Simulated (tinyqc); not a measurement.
Inside a calculation: virtual-crystal alloy in the empirical-pseudopotential method. Values are carried at full precision from step to step, so a last printed digit may differ when a step is redone from the rounded ones.

Virtual crystal A(1-x)B(x): a = (1 - x) a_A + x a_B. Rule linear: V = (1 - x) V_A + x V_B. Rule volume: V = [(1 - x) a_A^3 V_A + x a_B^3 V_B]/a^3, since a form factor is an atomic potential divided by the cell volume.

Constants: hbar^2/2m0 = 3.80998211 eV angstrom^2; Ry = 13.60569312 eV.

Inputs chosen for the exercise (classic local form factors of the size used for Si (A) and Ge (B), which place X and L only to a few tenths of an eV; the results hold for these values, not for the real material):
- a = (5.423, 5.655) angstrom (lattice constants of A, B)
- VSA = (-0.215, 0.04, 0.079) Ry (symmetric form factors of A)
- VAA = (0, 0, 0) Ry (antisymmetric form factors of A)
- VSB = (-0.229, 0.011, 0.061) Ry (symmetric form factors of B)
- VAB = (0, 0, 0) Ry (antisymmetric form factors of B)
- rule = linear (mixing rule)
- x = 0.19 (fraction of B)

## The virtual crystal

Form a, the two weights and the form factors.

a = 5.4671 angstrom

weights of A and B: 0.81000  0.19000

VS at 3, 8, 11 (Ry): -0.21766  0.03449  0.07558

VA at 3, 4, 11 (Ry): 0.00000  0.00000  0.00000

## The six lowest plane waves at X

Empirical pseudopotential on the fcc lattice, atoms at +/- tau, tau = a (1,1,1)/8, no spin-orbit coupling. H(G,G') = c (2 pi/a)^2 |k + G|^2 delta + VS(q) cos(q.tau) + i VA(q) sin(q.tau), q = G - G', c = hbar^2/2m0; k and G in units of 2 pi/a; VS at |q|^2 = 3, 8, 11 and VA at 3, 4, 11, in rydberg, zero elsewhere. At each k the basis holds all G with |k + G|^2 up to 16; energies are counted from the fourth level at Gamma.

k = (1,0,0) with the small basis G = (0,0,0), (-2,0,0), (-1,1,1), (-1,-1,-1), (-1,1,-1), (-1,-1,1) in place of the full one.

H in this small basis (eV), lower triangle:
```
           000    -200  -1+1+1  -1-1-1  -1+1-1  -1-1+1
000      5.032
-200         0   5.032
-1+1+1  -2.094   2.094  10.065
-1-1-1   2.094  -2.094  -0.469  10.065
-1+1-1  -2.094  -2.094       0       0  10.065
-1-1+1  -2.094  -2.094       0       0   0.469  10.065
```

## Levels in the small basis

Diagonalise; the gap between the fourth and fifth level is a first estimate of the direct gap at X.

levels (absolute scale of H) (eV): 2.772  2.772  9.595  9.595  12.794  12.794

gap = 3.198 eV

The full basis gives 3.949 eV for this gap.

## The lowest conduction band along Gamma-X and at L

Full basis at each k.

Levels (eV):

| k | band 3 | band 4 | band 5 | band 6 |
|---|---|---|---|---|
| L | -1.251 | -1.251 | 1.683 | 4.023 |
| (0.00,0,0) | 0.000 | 0.000 | 3.400 | 3.413 |
| (0.20,0,0) | -0.548 | -0.548 | 2.854 | 4.269 |
| (0.40,0,0) | -1.478 | -1.478 | 1.918 | 4.305 |
| (0.60,0,0) | -2.286 | -2.286 | 1.210 | 2.760 |
| (0.70,0,0) | -2.572 | -2.572 | 0.994 | 2.125 |
| (0.80,0,0) | -2.776 | -2.776 | 0.888 | 1.625 |
| (0.85,0,0) | -2.841 | -2.841 | 0.875 | 1.430 |
| (0.90,0,0) | -2.894 | -2.894 | 0.891 | 1.259 |
| (1.00,0,0) | -2.936 | -2.936 | 1.013 | 1.013 |

On these points band 5 is lowest at (0.85,0,0), 0.875 eV above the valence top: in this model the gap is indirect, by a margin of 2524 meV.

## Checks

- Fifth band at (0.85,0,0) against the equivalent point (0,0,-0.85), on the absolute scale of H (eV): both 11.2237.

Program tinyqc; command `OMP_NUM_THREADS=1 python tinyqc.py 1051172 1051173 out.jsonl`; about 0.2 s on one thread of a shared Intel(R) Xeon(R) Processor @ 2.30GHz.
